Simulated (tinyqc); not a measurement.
What each value does: bond unit of a tetrahedral oxide and its oxygen vacancy in tight binding.

Two sp3 hybrids h1, h2 at eh = (es + 3 ep)/4 point at one oxygen with orbitals s, px, py, pz; x joins the two cations, z bisects the angle phi, and th = (180 - phi)/2. With u = hbar^2/(m d^2) = 2c/d^2, c = hbar^2/2m0: Vhs = -(1.32 + sqrt3 x 1.42) u/2 and Vhp = (1.42 + sqrt3 x 2.22) u/2. <h|s> = Vhs for both; <h1|px> = Vhp cos(th), <h2|px> = -Vhp cos(th); <h|pz> = Vhp sin(th) for both; py is a lone pair. The unit holds 8 electrons. Coupling between units, which widens the levels into bands, is left out.

Constants: hbar^2/2m0 = 3.80998211 eV angstrom^2.

Parameters, chosen for this exercise (near tabulated values for SiO2; the results hold for these values, not for the real material):
- es = -14.71 eV (s level of the cation)
- ep = -7.52 eV (p level of the cation)
- eos = -33.44 eV (s level of oxygen)
- eop = -16.49 eV (p level of oxygen)
- d = 1.61 angstrom (cation-oxygen distance)
- phi = 139 degrees (bond angle at oxygen)
- R = 2.78 angstrom (cation-cation distance across the vacancy)

Spacing from the highest filled to the lowest empty level, excess electrons on oxygen (their number less 6), and the vacancy bond level eh - V2 - eop, V2 = 3.22 x 2c/R^2.

One parameter was then changed.

Results before and after:
```
case     spacing (eV)  excess on O  vacancy level (eV)
base          10.7644       0.9870              3.9977
changed       10.9066       0.9752              3.9977
```

Which of these changes was made? (a) R = 2.93 angstrom; (b) es = -14.21 eV; (c) ep = -7.02 eV; (d) d = 1.65 angstrom; (e) eos = -31.44 eV; (f) phi = 131 degrees; (g) eop = -15.99 eV.

Answer: (e) eos = -31.44 eV. Of the candidates, run in turn, only this one gives the changed row.

All candidates:
```
case               spacing (eV)  excess on O  vacancy level (eV)
base                    10.7644       0.9870              3.9977
es = -14.21 eV          10.8680       0.9963              4.1227
ep = -7.02 eV           11.0762       1.0144              4.3727
eos = -31.44 eV         10.9066       0.9752              3.9977
eop = -15.99 eV         10.3189       0.9515              3.4977
d = 1.65 angstrom       10.4825       1.0178              3.9977
phi = 131 degrees       11.2035       0.9491              3.9977
R = 2.93 angstrom       10.7644       0.9870              4.3144
```

Run: tinyqc, `OMP_NUM_THREADS=1 python tinyqc.py 1480434 1480435 out.jsonl`; Intel(R) Xeon(R) Processor @ 2.30GHz, one thread, shared host; about 0.01 s of CPU time with all checks.
